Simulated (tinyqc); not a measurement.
From results back to parameters: linear model of a band gap against the share of exact exchange. Five cases, with inputs chosen for the exercise.

Problem. Gap and optical dielectric constant were computed at two shares alpha. They follow E = E0 + S alpha and eps = 1 + (e0 - 1)(EP/(EP + S alpha))^2.

Find: S; E0; EP; e0.

Method. The two gaps give S and E0. With q = sqrt((eps1 - 1)/(eps2 - 1)) = (EP + S alpha2)/(EP + S alpha1), EP = S (alpha2 - q alpha1)/(q - 1); e0 follows from either eps.

Case 1.

Values chosen (out of a larger set: of the order of those of HfO2; not measured data): al12 = (0.1, 0.4) (two shares of exact exchange).

gaps (eV): 5.06200  7.55800

eps: 4.549058  3.812343

Solution.

S = 8.32 eV
E0 = 4.23 eV
EP = 19.4 eV
e0 = 4.86

Case 2.

Values chosen (out of a larger set: of the order of those of InP; not measured data): al12 = (0.1, 0.2) (two shares of exact exchange).

gaps (eV): 1.27100  1.87200

eps: 9.595129  8.769288

Solution.

S = 6.01 eV
E0 = 0.67 eV
EP = 11.0 eV
e0 = 10.56

Case 3.

Values chosen (out of a larger set: of the order of those of GaN; not measured data): al12 = (0.2, 0.25) (two shares of exact exchange).

gaps (eV): 3.21000  3.53750

eps: 5.223031  5.099005

Solution.

S = 6.55 eV
E0 = 1.90 eV
EP = 20.5 eV
e0 = 5.78

Case 4.

Values chosen (out of a larger set: of the order of those of Si; not measured data): al12 = (0.15, 0.4) (two shares of exact exchange).

gaps (eV): 1.31150  2.51400

eps: 11.658767  9.649275

Solution.

S = 4.81 eV
E0 = 0.59 eV
EP = 10.2 eV
e0 = 13.22

Case 5.

Values chosen (out of a larger set: of the order of those of HfO2; not measured data): al12 = (0.2, 0.25) (two shares of exact exchange).

gaps (eV): 5.67000  6.05750

eps: 4.381920  4.259060

Solution.

S = 7.75 eV
E0 = 4.12 eV
EP = 19.2 eV
e0 = 4.95

Computed by tinyqc, one run a case: `OMP_NUM_THREADS=1 python tinyqc.py N N+1 out.jsonl` with N = 1880841, 1880857, 1880863, 1880877, 1880902; one thread of a shared Intel(R) Xeon(R) Processor @ 2.30GHz, about 0.01 s a run at most.
